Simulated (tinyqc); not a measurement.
Inside a calculation. Method: Jacobi rotations on a symmetric matrix. One step of it, computed by the program tinyqc.

Problem. Jacobi rotation 1. Take the largest off-diagonal element A_pq; tan 2 theta = 2 A_pq / (A_qq - A_pp) with |theta| <= pi/4; A' = J^T A J with J_pp = J_qq = cos, J_pq = sin, J_qp = -sin.

A, lower triangle:
```
           1          2          3          4         5         6
1   0.466000
2   0.649000   0.697000
3  -0.215000  -0.170000   1.028000
4   0.660000   0.215000   0.488000   1.217000
5  -0.179000  -0.547000  -0.478000  -0.595000  1.327000
6   0.149000   0.197000   0.431000   0.166000  0.294000  1.953000
```

Give: p, q, theta; A'.

Solution.

p, q, theta (rad): 1.0000  4.0000  0.5268

A', lower triangle:
```
         1        2        3        4       5       6
1   0.0822
2   0.4529   0.6970
3  -0.4312  -0.1700   1.0280
4   0.0000   0.5121   0.3138   1.6008
5   0.1444  -0.5470  -0.4780  -0.6043  1.3270
6   0.0453   0.1970   0.4310   0.2184  0.2940  1.9530
```
